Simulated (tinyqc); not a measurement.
## Gate sheet resistance from two finger widths

Question. At low frequency R = Rsh Wf/(3 L) + B/Wf, where B collects the channel and vertical terms. Find Rsh, B and the width of lowest R.

Parameters, values chosen for the exercise: channel length L = 0.35 um.

input resistance of single fingers, contacted at one end, of width 0.81 and 9.5 um (ohm): [418.20459, 305.11278]

Answer. R Wf is a straight line in Wf^2; the minimum of R lies where both terms are equal.

Rsh = 30.0 ohm/square
B = 320 ohm um
width of lowest R = 3.35 um

Numbers from tinyqc (`OMP_NUM_THREADS=1 python tinyqc.py 2262128 2262129 out.jsonl`; about 0.01 s on one thread of a shared Intel Xeon 2.30GHz).
